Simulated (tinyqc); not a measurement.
What each parameter does: thin-body film or fin with hard walls, valleys of the Si type.

Six ellipsoidal valleys with their long axes along the cube axes, mass ml along the axis and mt across it. For a valley whose axis makes the angle theta with the surface normal, 1/m_z = cos^2(theta)/ml + sin^2(theta)/mt sets the confinement; in the plane the masses are m_1 = mt and m_2 = ml mt/m_z, and m_d = sqrt(m_1 m_2).

A film of thickness t between hard walls, flat band inside: E_n = c (n pi/t)^2/m_z above the bulk edge, c = hbar^2/2m0. Without degeneracy the sheet density is N2 exp((EF - Ec)/kB T) with N2 = sum_i g m_d/(2 pi c) kB T exp(-E_i/kB T) over n = 1 to 40 of each group; a classical film has t Nc with Nc = 2 g_all (m_dos kB T/(4 pi c))^(3/2), m_dos = (ml mt^2)^(1/3). The threshold shift is dVt = kB T ln(t Nc/N2).

Constants: hbar^2/2m0 = 3.80998211 eV angstrom^2; kB = 8.617333262e-05 eV/K.

Inputs chosen for the exercise (near those of Si; not measured data):
- ml = 0.914 m0 (longitudinal mass)
- mt = 0.188 m0 (transverse mass)
- face = 111 (face of the film or side wall of the fin)
- T = 77 K (temperature)
- t = 64 angstrom (body thickness)
- g_all = 6 (number of valleys)

E1 is the lowest level, and the share is that of its group in N2.

One parameter was then changed.

Results before and after:

| case | E1 (eV) | share (%) | dVt (mV) | Nc (1e19/cm^3) |
|---|---|---|---|---|
| base | 0.0359 | 100.0 | 29.5 | 0.352 |
| changed | 0.0408 | 100.0 | 34.0 | 0.352 |

Which of these changes was made? (a) t = 60 angstrom; (b) ml = 1.005 m0; (c) mt = 0.169 m0; (d) T = 127 K.
Answer: (a) t = 60 angstrom. Of the candidates, run in turn, only this one gives the changed row.

All candidates:

| case | E1 (eV) | share (%) | dVt (mV) | Nc (1e19/cm^3) |
|---|---|---|---|---|
| base | 0.0359 | 100.0 | 29.5 | 0.352 |
| t = 60 angstrom | 0.0408 | 100.0 | 34.0 | 0.352 |
| T = 127 K | 0.0359 | 100.0 | 28.1 | 0.745 |
| ml = 1.005 m0 | 0.0356 | 100.0 | 29.2 | 0.369 |
| mt = 0.169 m0 | 0.0396 | 100.0 | 32.8 | 0.316 |

Computed by tinyqc, a small Python program: `OMP_NUM_THREADS=1 python tinyqc.py 1282504 1282505 out.jsonl` (the numbers bound the seed that draws the inputs); one thread of a shared host (Intel(R) Xeon(R) Processor @ 2.30GHz), about 0.01 s for the whole set of steps.
